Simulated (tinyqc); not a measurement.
Deep-level transient spectroscopy: two steps of the calculation.

Schottky contact on an n-type layer with shallow donors Nd (all ionised) and a donor-like deep trap, neutral when filled and positive when empty; depletion approximation. Traps within lam of the depletion edge stay filled. A long pulse to Vp fills the traps beyond x1 = Wp - lam; back at Vr those between x1 and x2 = Wr - lam emit. A rate window reads S = C(t2) - C(t1).

Parameters, values chosen for the exercise; material values close to those of germanium: relative permittivity eps_r = 15.9; conduction-band density of states at 300 K Nc = 1.03e19 cm^-3; thermal velocity at 300 K vth = 3.3e7 cm/s; shallow donor density Nd = 1e16 cm^-3; depth of the trap below the conduction edge Et = 0.18 eV; capture cross-section sn = 8.6e-17 cm^2; trap density Nt = 5.5e13 cm^-3; first sampling time t1 = 2 ms; second sampling time t2 = 4 ms; temperature of the transient T = 119 K.

Constants: q = 1.602176634e-19 C, kB = 1.380649e-23 J/K, eps0 = 8.8541878128e-14 F/cm where lengths are in cm. Results are converted to the units shown.

Task 1. Emission rate and rate window. Emission rate en = sn vth(T) Nc(T) exp(-Et/kB T) = sn g T^2 exp(-Et/kB T), g = vth Nc/(300 K)^2, as vth goes as T^0.5 and Nc as T^1.5 (degeneracy factor 1). For an exponential transient S peaks where en = ew = ln(t2/t1)/(t2 - t1).

Find: g; en; 1/en; ew.

Result 1.

g = 3.777e21 cm^-2 s^-1 K^-2
en = 109.5 1/s
1/en = 9.130 ms
ew = 346.6 1/s

Task 2. The transient. W(t)^2 = Wr^2 + (Nt/Nd)(x2^2 - x1^2) exp(-en t), C = eps0 eps_r/W; for small Nt, dC/C = -(Nt/2 Nd) G exp(-en t) with G = (x2^2 - x1^2)/Wr^2. S = C(t2) - C(t1).

```
sample,t (ms)
0,0
1,1
2,2
3,3
4,4
5,8
6,20
```

en = 109.52345 1/s
Wr = 651.06734 nm
G = (x2^2 - x1^2)/Wr^2 = 0.52046210

Give: C; C - C(final); S.

Result 2.

```
sample,C (nF/cm^2),C - C(final) (pF/cm^2)
0,21.59,-30.88
1,21.60,-27.68
2,21.60,-24.82
3,21.60,-22.25
4,21.60,-19.94
5,21.61,-12.87
6,21.62,-3.46
```

S = 4.875 pF/cm^2

Program tinyqc, `OMP_NUM_THREADS=1 python tinyqc.py 2050072 2050073 out.jsonl`; Intel Xeon 2.30GHz, shared host, one thread, about 0.01 s.
